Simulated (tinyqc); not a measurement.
## Charge needed for a dipole step

Two sheets of opposite charge dd apart with permittivity ei give the step D = q N dd/(eps0 ei).

Values chosen for this exercise: relative permittivity inside the dipole layer ei = 4.9; thickness of the dipole layer dd = 0.18 nm.

Constants: q = 1.602176634e-19 C, eps0 = 8.8541878128e-14 F/cm where lengths are in cm. Results are converted to the units shown.

Result of one run:
```
D (V),field (MV/cm),"moment (debye/nm^2, 1 D = 3.33564e-30 C m)"
0.73119,40.622,9.5103
```

Which charge in each sheet N gave this result: 2.7e12, 1.7e13, 4.5e13, 1.1e14 or 2.9e14 cm^-2?

N = 1.1e14 cm^-2.

The whole series:
```
N (cm^-2),D (V),field (MV/cm),"moment (debye/nm^2, 1 D = 3.33564e-30 C m)"
1e12,0.0066472,0.36929,0.086458
2.7e12,0.017947,0.99708,0.23344
6.8e12,0.045201,2.5112,0.58791
1.7e13,0.11300,6.2779,1.4698
4.5e13,0.29912,16.618,3.8906
1.1e14,0.73119,40.622,9.5103
2.9e14,1.9277,107.09,25.073
```

D is proportional to N, 0.1 V for 1.50e13 cm^-2. The same sheet as an uncompensated charge under 1 nm of a dielectric of permittivity 3.9 would shift the flat band by 0.698 V, and that shift would grow with thickness, which a dipole step does not. For N = 1.1e14, 2.9e14 the field exceeds 20 MV/cm; it acts over one bond length, where the sheet picture is only a bookkeeping device.

Program tinyqc, `OMP_NUM_THREADS=1 python tinyqc.py 2410136 2410137 out.jsonl`; Intel Xeon 2.30GHz, shared host, one thread, about 0.01 s.
